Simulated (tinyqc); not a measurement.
Thermophotovoltaic cell, detailed-balance limit: two steps of the calculation.

Every photon above the gap Eg makes one pair and none below is absorbed; carriers thermalise at T and move without loss. Jsc = q F Phi(Eg, Ts); the dark current is J0 = q ge Phi(Eg, T)/ERE with the Boltzmann factor exp(V/Vt). Photons below the gap return to the emitter with reflectance Rf, and the efficiency is the electrical power over the radiant power not returned (luminescence back to the emitter is not credited).

Inputs (values chosen for the exercise): cell temperature T = 350 K; emitter temperature Ts = 1800 K; share of the hemisphere filled by the emitter F = 0.76; reflectance for photons below the gap Rf = 0.99; external radiative efficiency ERE = 0.001; number of faces that emit ge = 1; band gap Eg = 1.26 eV.

Constants: q = 1.602176634e-19 C, kB = 1.380649e-23 J/K, h = 6.62607015e-34 J s, c = 299792458 m/s. Results are converted to the units shown.

Problem 1. Photocurrent, dark current and incident power. Photon flux above E from a black body at temperature T into a hemisphere: Phi(E, T) = A sum_k exp(-k E/th)[E^2 th/k + 2 E th^2/k^2 + 2 th^3/k^3], k = 1, 2, ..., with th = kB T/q in eV and A = 2 pi q^3/(h^3 c^2). Jsc = q F Phi(Eg, Ts), J0 = q ge Phi(Eg, T)/ERE. Pin = F sigma Ts^4, sigma = 2 pi^5 kB^4/(15 h^3 c^2). Power above the gap: Pg = F A q sum_k exp(-k Eg/th)[Eg^3 a + 3 Eg^2 a^2 + 6 Eg a^3 + 6 a^4], a = th/k at Ts; power not returned Pab = Pin - Rf (Pin - Pg).

Find: Jsc; J0; Pin; Pab.

Solution 1.

Jsc = 1122 mA/cm^2
J0 = 5.720e-10 mA/cm^2
Pin = 4.524e4 mW/cm^2
Pab = 2066 mW/cm^2

Problem 2. Maximum power point by Newton steps. With v = V/Vt the power is largest where f = (1 + v) exp(v) - 1 - Jsc/J0 vanishes; f' = (2 + v) exp(v), v(new) = v - f/f'.

v at the start = 28.3
Jsc = 1122.1519 mA/cm^2
J0 = 5.7197400e-10 mA/cm^2

Find: f; f'; v after iteration 1.

Solution 2.

f = 5.5239e13
f' = 5.9153e13
v after iteration 1 = 27.366

tinyqc, about 0.01 s, one thread, Intel Xeon 2.30GHz (shared host): `OMP_NUM_THREADS=1 python tinyqc.py 2820041 2820042 out.jsonl`
